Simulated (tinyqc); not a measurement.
Diamond against structures with more neighbours: Stillinger-Weber potential for a tetrahedral semiconductor. Computed by tinyqc, a small Python program. Command: `OMP_NUM_THREADS=1 python tinyqc.py 3021216 3021217 out.jsonl swsi walk`. One thread of a shared host (Intel(R) Xeon(R) Processor @ 2.30GHz), about 0.04 s of CPU time with the checks.

With x = r/sigma: pair term eps A (B x^-4 - 1) exp(1/(x - a)); for each pair of neighbours j, k of atom i, three-body term eps lambda exp(gamma/(x_ij - a) + gamma/(x_ik - a)) (cos theta_jik + 1/3)^2; both vanish beyond x = a. A = 7.049556277, B = 0.6022245584, a = 1.8.

Inputs (values chosen for the exercise, modelled on silicon):
```
quantity,value,unit
energy scale eps,2.208,eV
length scale sigma,2.107,angstrom
three-body strength lambda,19.2,-
gamma,1.3,-
```

Method. Each structure is relaxed in its neighbour distance d (lowest minimum for d between sigma and 1.7 sigma), with all neighbours inside the cut-off, second shells too where they fall inside.

Energies per atom (eV):
```
structure,first neighbours,d (angstrom),pair,three-body,total,volume (angstrom^3)
diamond,4,2.3650,-4.4160,0.0000,-4.4160,20.367
simple cubic,6,2.5566,-6.1323,1.3439,-4.7884,16.711
bcc,8,2.7276,-8.3149,2.7584,-5.5565,15.621
fcc,12,2.8472,-8.2391,2.7526,-5.4864,16.321
```

What follows from these numbers?

The order is bcc < fcc < simple cubic < diamond, the lowest two 0.070 eV apart. Against diamond the pair energy changes by -1.72 (simple cubic), -3.90 (bcc), -3.82 (fcc) eV, while angles away from 109.47 degrees cost 1.34, 2.76, 2.75 eV; the bonds stretch to 2.85 angstrom in fcc to weaken that penalty. With lambda = 19.2 and gamma = 1.3 (21 and 1.2 in the original fit to silicon) the three-body term, which a larger gamma damps, does not keep diamond lowest, unlike the element itself.

Extremes, crossings and ranges named in words are read from the listed rows.
